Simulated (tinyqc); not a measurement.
Shallow donor in an anisotropic valley (effective-mass theory): one step. Scan over the shape.

One valley: H = -c [(d2/dx2 + d2/dy2)/mt + (d2/dz2)/ml] - q/(eps r), c = hbar^2/2m0, q = e^2/(4 pi eps0). Trial function exp(-sqrt((x^2 + y^2)/a^2 + z^2/b^2)) with a > b: T = (c/3)(2/(mt a^2) + 1/(ml b^2)), V = -(q/eps) atan(u/b)/u, u = sqrt(a^2 - b^2). The central cell of the impurity is left out.

Constants: hbar^2/2m0 = 3.80998211 eV angstrom^2; e^2/(4 pi eps0) = 14.39964547 eV angstrom.

Parameters, chosen for this exercise (out of a larger set: near those of AlAs; not measured data):
```
symbol  value  unit  meaning
ml      1.112  m0    longitudinal mass
mt      0.189  m0    transverse mass
eps     10           dielectric constant
```

Task: For each ratio b/a = 0.2, 0.3, ..., 0.9 the best scale follows from a = -2 T1/V1, with T1 and V1 taken at a = 1 angstrom.

Give: Scan.

Result:

Scan:
```
b/a,a (angstrom),b (angstrom),E (meV)
0.2,41.73,8.35,-24.116
0.3,27.34,8.20,-34.948
0.4,22.60,9.04,-40.305
0.5,20.68,10.34,-42.091
0.6,19.90,11.94,-41.927
0.7,19.67,13.77,-40.777
0.8,19.72,15.77,-39.167
0.9,19.93,17.94,-37.376
```

The best listed ratio is 0.5; (mt/ml)^(1/2) = 0.41 and (mt/ml)^(1/3) = 0.55 are common guesses.

tinyqc: `OMP_NUM_THREADS=1 python tinyqc.py 1281162 1281163 out.jsonl`; about 0.01 s, one thread, shared Intel(R) Xeon(R) Processor @ 2.30GHz.
